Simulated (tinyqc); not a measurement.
## Floating body of a partially depleted SOI transistor: body voltage and kink: output curve and kink

Source at 0 V. Channel current Ic = 2 nf K Vt^2 [F(0) - F(Vd)](1 + la Vd), F(V) = ln^2(1 + exp((Vg - VT - nf V)/(2 nf Vt))), VT = VT0 - gb Vb. Saturation voltage Vs = 2 Vt sqrt(F(0)) + 3 Vt, excess Ve = (Vd - Vs + sqrt((Vd - Vs)^2 + 0.0004 V^2))/2, multiplication M1 = Ai Ve exp(-Bl/Ve). Each junction passes D(v) = J1 (exp(v/Vt) - 1) + J2 (exp(v/(2 Vt)) - 1). Bipolar current Ib = bb J1 (exp(Vb/Vt) - 1). The body settles where M1 (Ic + Ib) = D(Vb) + D(Vb - Vd) + Vb/Rb; drain current Id = (1 + M1)(Ic + Ib) - D(Vb - Vd).

Rows with more than one solution for Vb (latch) are left out; dId/dVd by a forward difference over 1e-4 V, swing = 1e-4 V over the change of log10 Id; M1 under 1e-12 is printed as 0.

Inputs (values chosen for the exercise); values of the order met in partially depleted silicon-on-insulator transistors:
- T = 330 K (temperature)
- VT0 = 0.55 V (threshold at zero body voltage)
- gb = 0.27 (fall of the threshold per volt of body voltage)
- nf = 1.33 (slope factor)
- K = 160 uA/(V^2 um) (gain factor per width)
- la = 0.1 1/V (channel-length modulation factor)
- Ai = 2.1 1/V (impact-ionisation prefactor)
- Bl = 4.5 V (impact-ionisation voltage)
- J1 = 1.3e-12 uA/um (diffusion saturation current of each junction)
- J2 = 2.1e-8 uA/um (recombination saturation current of each junction)
- bb = 1 (gain of the lateral bipolar transistor on the diffusion current)
- Rb = 1e5 kohm um (resistance of a weak body tie to the source (1e9 stands for no tie, and the term is then dropped))
- Vg = 0.74 V (gate voltage)

Constants: q = 1.602176634e-19 C, kB = 1.380649e-23 J/K, Vt = kB T/q. Results are converted to the units shown.

Result of one run:
```
Vb (V)	M1	Id, floating (uA/um)	Id, grounded (uA/um)	ratio	dId/dVd, floating (uS/um)	dId/dVd, grounded (uS/um)
0.6179	0.001280	8.471	2.551	3.321	11.32	0.3359
```

Which drain voltage Vd gave this result: 0.8, 1, 1.2, 1.8 or 2 V?

Vd = 1 V.

The whole series:
```
Vd (V)	Vb (V)	M1	Id, floating (uA/um)	Id, grounded (uA/um)	ratio	dId/dVd, floating (uS/um)	dId/dVd, grounded (uS/um)
0.8	0.1002	3.152e-4	3.180	2.494	1.275	11.69	0.2478
1	0.6179	0.001280	8.471	2.551	3.321	11.32	0.3359
1.2	0.6998	0.007674	9.838	2.636	3.733	5.500	0.5284
1.4	0.7404	0.02617	10.99	2.768	3.970	6.384	0.8112
1.6	0.7689	0.06298	12.51	2.964	4.221	9.109	1.154
1.8	0.7912	0.1221	14.77	3.232	4.569	13.85	1.528
2	0.8102	0.2052	18.26	3.576	5.105	21.77	1.915
2.2	0.8275	0.3125	23.88	3.998	5.974	35.98	2.302
```

Vb rises from 0.100 to 0.827 V and the ratio of the currents rises from 1.28 to 5.97. The output conductance with a floating body exceeds the grounded value by the largest factor among the rows, 47.2, at Vd = 0.8 V, where Vb = 0.100 V and M1 = 3.15e-4.

Range of the model: The multiplication law is an empirical form chosen for the exercise; self-heating and capacitive coupling to the body are left out, and the linear laws are rough once Vb passes about 0.7 V or M1 about 0.1.

Program tinyqc, `OMP_NUM_THREADS=1 python tinyqc.py 2182233 2182234 out.jsonl`; Intel Xeon 2.30GHz, shared host, one thread, about 0.2 s.
